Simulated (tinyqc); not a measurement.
Comparisons within one model: localisation in a chain with random site energies (transfer matrices). A value that a table varies takes the place of the one given here.

Hopping -t; leads with site energy 0, E = -2t cos(ka). psi_(j+1) = ((e_j - E)/t) psi_j - psi_(j-1), a product of matrices M_j = [[(e_j - E)/t, -1], [1, 0]]. For M = M_N ... M_1 the transmission is T = 4 sin^2(ka)/|M21 - M12 + M22 exp(ika) - M11 exp(-ika)|^2. Long samples draw e_j = W (x_j/2147483647 - 1/2) from x_j = 16807 x_(j-1) mod 2147483647, starting at x0. The localisation length xi, in sites, is defined by ln T = -2N/xi on average; weak disorder gives xi = 24 (4t^2 - E^2)/W^2, and the mean free path for backscattering is xi/2.

Numerical xi = N/ln sqrt(psi_(N+1)^2 + psi_N^2) for N = 20000 sites from psi_1 = 1, psi_0 = 0; its statistical error is about xi sqrt(xi/N).

Values chosen for the exercise:
```
symbol  value  unit  meaning
t       0.75   eV    hopping
E       -0.44  eV    energy
x0      6906         start of the number sequence
W       1.28   eV    full width of the disorder
```

## Localisation length against disorder

The same number sequence scaled by W.

xi (sites):
```
W/t   W (eV)  numerical  error  weak disorder  strong: 1/(ln(W/2t) - 1)
1.0    0.750     81.460  5.199         87.740                         -
1.5    1.125     36.936  1.587         38.995                         -
2.0    1.500     21.942  0.727         21.935                         -
3.0    2.250     10.005  0.224          9.749                         -
4.0    3.000      5.720  0.097          5.484                         -
6.0    4.500      2.819  0.033          2.437                         -
10.0   7.500      1.419  0.012          0.877                     1.641
16.0  12.000      0.896  0.006          0.343                     0.926
```

How do the results move?

At W = t the numerical value is 81.5 +/- 5.2 against 87.7, and at 2t 21.94 +/- 0.73 against 21.93. The weak-disorder formula is within 15 % for W/t = 1, 1.5, 2, 3, 4 and 6; at W = 16t it gives 0.34 and the strong-disorder form 0.93, against 0.90. All states of the chain are localised; disorder only sets the length.

## From ballistic to localised

200 samples of each length, cut one after another from the start of the sequence. Typical T = exp(mean ln T). Ohmic: 1/(1 + 2N/xi); localised: exp(-2N/xi), both with the weak-disorder xi.

Transmission:
```
N   mean T  typical T  spread of ln T  ohmic  localised
2    0.899      0.894           0.110  0.883      0.876
5    0.769      0.744           0.273  0.751      0.718
10   0.595      0.534           0.537  0.601      0.515
20   0.389      0.266           1.020  0.430      0.265
40   0.183     0.0634           1.762  0.274     0.0702
80  0.0470    0.00424           2.691  0.158    0.00493
```

What does this show?

With xi = 30.1 sites, mean and typical T are 0.769 and 0.744 at N = 5, and 0.0470 and 0.00424 at N = 80, where ln T scatters by 2.7. The slope of ln(typical T) between 40 and 80 sites gives xi = 29.6, uncertain by about 8 % from the scatter of 200 samples. At N = 80 the ohmic law gives 37.4 times the typical value: a single channel has no ohmic range beyond a mean free path, and the mean is carried by rare resonant samples.

## What each parameter does

Numerical and weak-disorder xi. Each row changes one parameter from the base and keeps the others.

Results:
```
case          numerical xi (sites)  weak-disorder xi (sites)
base                         28.62                     30.12
t = 0.862 eV                 39.31                     40.70
E = -0.31 eV                 31.78                     31.55
W = 1.536 eV                 21.11                     20.92
x0 = 6907                    29.71                     30.12
```

How do the results move?

The largest shifts from the base row, up to three for each result and ties (the steps differ in size, so this ranks the rows, not the parameters). numerical xi (sites): t +10.69, W -7.50, E +3.17. weak-disorder xi (sites): t +10.58, W -9.20, E +1.43; unchanged at the printed digits by x0. A new x0 is another sample of the same disorder; its shift is one draw of the statistical scatter, about xi sqrt(xi/N); the other rows share one sample, so their errors are correlated.

Run: tinyqc, `OMP_NUM_THREADS=1 python tinyqc.py 1481081 1481082 out.jsonl`; Intel(R) Xeon(R) Processor @ 2.30GHz, one thread, shared host; about 0.04 s of CPU time with all checks.
